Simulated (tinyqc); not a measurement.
What the shift does to the intrinsic density: temperature and isotope dependence of a band gap in oscillator models.

E(T) = E0 - sum_i sl_i th_i n_i(T), n = 1/(exp(th/T) - 1). The same coupling lowers the gap at 0 K by the zero-point term ZP = sum_i sl_i th_i/2, so the gap of the static lattice is E0 + ZP. Thermal expansion is taken as part of the slopes.

Constants: kB = 8.617333262e-05 eV/K; hbar^2/2m0 = 3.80998211 eV angstrom^2.

Parameters, chosen for this exercise (near those of diamond; the results hold for these values, not for the real material):
- E0 = 5.442 eV (gap at 0 K)
- th = (511, 1609) K (temperatures of two oscillators)
- sl = (0.239, 0.33) meV/K (their high-temperature slopes)
- mm = 1.1 m0 (geometric mean of the density-of-states masses)

ni = 2 (mm kT/(4 pi c))^(3/2) exp(-E/2kT), c = hbar^2/2m0, with E(T) and with E0; 1 angstrom^-3 = 1e24 cm^-3. Apparent gap from an Arrhenius plot of ni/T^(3/2): E(T) - T dE/dT, dE/dT = -sum sl_i (th_i/T)^2 n_i (1 + n_i).

Results:
```
T (K)  E(T) (eV)  ni (cm^-3)  ni with E(T) / ni with E0  apparent gap (eV)
200       5.4315    5.80e-50                      1.354             5.4614
250       5.4230    4.80e-36                      1.555             5.4711
300       5.4123    1.00e-26                      1.776             5.4824
350       5.3997    4.86e-20                      2.018             5.4950
400       5.3851    5.30e-15                      2.282             5.5084
500       5.3512    6.69e-08                      2.868             5.5350
700       5.2691        11.1                      4.191             5.5806
```

What can be read from this table?

Using E0 in place of E(T) understates ni by a factor that rises from 1.35 to 4.19, towards exp(sum sl/2kB) = 27.2. The slope of an Arrhenius plot returns neither E(T) nor E0 but the intercept of the tangent, 5.4824 eV at 300 K, which lies 40 meV above E0 and tends to the static gap 5.7685 eV.

Run: tinyqc, `OMP_NUM_THREADS=1 python tinyqc.py 1850174 1850175 out.jsonl`; Intel(R) Xeon(R) Processor @ 2.30GHz, one thread, shared host; about 0.01 s of CPU time with all checks.
